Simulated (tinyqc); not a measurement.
# Phonon and roughness prefactors from two fields

Inverse problem. At 300 K and high field 1/mu = E^(1/3)/Ap + E^gs/As, E in MV/cm. Find Ap and As.

Parameters, values chosen for the exercise: exponent of the roughness term gs = 1.

mu at E = 0.56 and 1.24 MV/cm (cm^2/(V s)): 132.71781  92.047283

Answer. Two linear equations in 1/Ap and 1/As.

Ap = 129 cm^2/(V s)
As = 489 cm^2/(V s)

Computed by the program tinyqc: `OMP_NUM_THREADS=1 python tinyqc.py 2510086 2510087 out.jsonl`, one thread of a shared Intel Xeon 2.30GHz, about 0.01 s for the whole run.
